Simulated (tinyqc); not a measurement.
Inside a calculation. Method: coupled-perturbed Hartree-Fock on RHF in the sto-6g basis, for BeH2, spin multiplicity 1. One step of it, computed by the program tinyqc.

Problem. Coupled step 1. U_ai = -(mu_ai + sum_bj [4 (ai|bj) - (ab|ij) - (aj|bi)] U_bj) / (e_a - e_i); alpha = -4 sum U_ai mu_ai.

uncoupled U:
```
           i1         i2        i3
a4  -0.030632  -1.412413  0.037173
a5   0.000000   0.000000  0.000000
a6  -0.000428  -0.006253  0.000058
a7  -0.000002   0.000281  0.012381
```

dipole integrals <a|z|i> (bohr):
```
          i1         i2         i3
a4  0.146798   0.963885  -0.024192
a5  0.000000   0.000000   0.000000
a6  0.002184   0.006173  -0.000056
a7  0.000011  -0.000439  -0.018930
```

orbital energies (hartree): MO1 -4.586919, MO2 -0.477066, MO3 -0.445435, MO4 0.205373, MO5 0.205411, MO6 0.510193, MO7 1.083523

Two-electron integrals over orbitals (pq|rs), unique and non-zero (hartree):
```
(11|11) 2.280247    (21|11) -0.206650   (21|21) 0.029229    (22|11) 0.505914
(22|21) -0.007256   (22|22) 0.410963    (31|11) 0.004820    (31|21) -0.000503
(31|22) 0.001008    (31|31) 0.006702    (32|11) -0.000010   (32|21) 0.000533
(32|22) 0.009085    (32|31) 0.015775    (32|32) 0.166896    (33|11) 0.476698
(33|21) -0.002707   (33|22) 0.423767    (33|31) -0.000694   (33|32) -0.007644
(33|33) 0.447331    (41|11) 0.003389    (41|21) -0.000428   (41|22) 0.000356
(41|31) 0.000010    (41|32) -2.34e-06   (41|33) 0.000199    (41|41) 0.016058
(42|11) -0.001132   (42|21) 0.000165    (42|22) 0.001050    (42|31) -3.52e-06
(42|32) 0.000016    (42|33) 0.000896    (42|41) 0.015314    (42|42) 0.050170
(43|11) 0.000037    (43|21) -4.23e-06   (43|22) 0.000018    (43|31) -0.000007
(43|32) 0.000833    (43|33) -0.000064   (43|41) -0.000373   (43|42) -0.000818
(43|43) 0.015694    (44|11) 0.570030    (44|21) -0.007992   (44|22) 0.376359
(44|31) 0.000181    (44|32) 0.000077    (44|33) 0.365885    (44|41) -0.000456
(44|42) -0.001931   (44|43) 0.000054    (44|44) 0.450151    (51|51) 0.016054
(52|51) 0.015319    (52|52) 0.050173    (53|51) -0.000373   (53|52) -0.000818
(53|53) 0.015687    (54|51) -0.000279   (54|52) -0.000724   (54|53) 0.000018
(54|54) 0.024268    (55|11) 0.570042    (55|21) -0.007990   (55|22) 0.376379
(55|31) 0.000181    (55|32) 0.000076    (55|33) 0.365893    (55|41) 0.000102
(55|42) -0.000483   (55|43) 0.000017    (55|44) 0.401598    (55|55) 0.450117
(61|11) -0.180816   (61|21) 0.026475    (61|22) -0.007495   (61|31) -0.000689
(61|32) -0.000097   (61|33) -0.004492   (61|41) -0.000170   (61|42) 0.000314
(61|43) -0.000008   (61|44) -0.004017   (61|55) -0.004007   (61|61) 0.024386
(62|11) 0.102769    (62|21) -0.007442   (62|22) -0.030447   (62|31) 0.000016
(62|32) -0.002727   (62|33) -0.051854   (62|41) 0.000295    (62|42) -0.000136
(62|43) -0.000006   (62|44) 0.045162    (62|55) 0.045191    (62|61) -0.003784
(62|62) 0.076196    (63|11) -0.003833   (63|21) 0.000099    (63|22) -0.004312
(63|31) -0.003834   (63|32) -0.096340   (63|33) 0.006072    (63|41) -0.000008
(63|42) -4.24e-06   (63|43) -0.000674   (63|44) -0.001751   (63|55) -0.001752
(63|61) 0.000147    (63|62) -0.000603   (63|63) 0.082329    (64|11) 0.001123
(64|21) 0.000058    (64|22) 0.000461    (64|31) -7.49e-08   (64|32) 2.53e-06
(64|33) -0.000076   (64|41) 0.016285    (64|42) 0.047624    (64|43) -0.001272
(64|44) -0.000741   (64|55) 0.000337    (64|61) 0.000300    (64|62) 0.001514
(64|63) -0.000051   (64|64) 0.051649    (65|51) 0.016295    (65|52) 0.047662
(65|53) -0.001273   (65|54) -0.000539   (65|65) 0.051688    (66|11) 0.491169
(66|21) -0.006927   (66|22) 0.407283    (66|31) 0.000057    (66|32) -0.001028
(66|33) 0.417890    (66|41) 0.000709    (66|42) 0.002170    (66|43) -0.000064
(66|44) 0.375059    (66|55) 0.375111    (66|61) -0.006426   (66|62) -0.037830
(66|63) 0.001901    (66|64) 0.001493    (66|66) 0.420481    (71|11) -0.000418
(71|21) 0.000395    (71|22) 0.001097    (71|31) 0.012302    (71|32) 0.021385
(71|33) -0.001075   (71|41) 6.66e-07    (71|42) -4.95e-07   (71|43) -0.000072
(71|44) 0.000011    (71|55) 0.000012    (71|61) -0.000065   (71|62) -0.000147
(71|63) -0.003095   (71|64) 3.60e-06    (71|66) -0.000177   (71|71) 0.023358
(72|11) 0.003195    (72|21) -0.000099   (72|22) -0.003212   (72|31) 0.002706
(72|32) -0.048403   (72|33) 0.001181    (72|41) -2.07e-06   (72|42) -0.000061
(72|43) -0.000941   (72|44) 0.001242    (72|55) 0.001242    (72|61) -0.000102
(72|62) 0.003417    (72|63) 0.061645    (72|64) 0.000011    (72|66) -0.000603
(72|71) 0.006413    (72|72) 0.057720    (73|11) 0.132101    (73|21) -0.005494
(73|22) -0.011327   (73|31) -0.000036   (73|32) 0.000170    (73|33) -0.025482
(73|41) -0.000098   (73|42) -0.001406   (73|43) 0.000058    (73|44) 0.052756
(73|55) 0.052748    (73|61) -0.002910   (73|62) 0.071290    (73|63) -0.003373
(73|64) 0.000336    (73|66) -0.029901   (73|71) -0.000269   (73|72) 0.001164
(73|73) 0.080634    (74|11) 0.000005    (74|21) -0.000008   (74|22) -0.000121
(74|31) -0.000281   (74|32) -0.002403   (74|33) 0.000121    (74|41) 0.000090
(74|42) 0.000639    (74|43) 0.013878    (74|44) -0.000008   (74|55) -8.12e-07
(74|61) 4.10e-06    (74|62) 0.000040    (74|63) 0.001349    (74|64) 0.000210
(74|66) 0.000029    (74|71) -0.000444   (74|72) 0.000313    (74|73) 3.66e-06
(74|74) 0.016152    (75|51) 0.000090    (75|52) 0.000640    (75|53) 0.013887
(75|54) -3.62e-06   (75|65) 0.000211    (75|75) 0.016111    (76|11) -0.000386
(76|21) 0.000365    (76|22) 0.007318    (76|31) 0.012184    (76|32) 0.144695
(76|33) -0.007419   (76|41) 3.78e-06    (76|42) 0.000034    (76|43) 0.000972
(76|44) 0.000079    (76|55) 0.000080    (76|61) -0.000097   (76|62) -0.002127
(76|63) -0.097099   (76|64) 0.000024    (76|66) -0.001491   (76|71) 0.016438
(76|72) -0.060639   (76|73) 0.000763    (76|74) -0.002082   (76|76) 0.143295
(77|11) 0.591242    (77|21) -0.009304   (77|22) 0.442785    (77|31) 0.000304
(77|32) 0.002108    (77|33) 0.462000    (77|41) 0.000050    (77|42) 0.000139
(77|43) 0.000010    (77|44) 0.396831    (77|55) 0.396814    (77|61) -0.009181
(77|62) -0.046528   (77|63) -0.000056   (77|64) -0.000737   (77|66) 0.449256
(77|71) 0.000037    (77|72) -0.001951   (77|73) -0.021755   (77|74) -0.000022
(77|76) 0.001254    (77|77) 0.507053
```

Give: U after step 1; polarisability.

Solution.

U after step 1:
```
        i1      i2     i3
a4  -0.018  -1.877  0.050
a5   0.000   0.000  0.000
a6   0.000  -0.010  0.000
a7   0.000   0.000  0.012
```

polarisability = 7.254 bohr^3
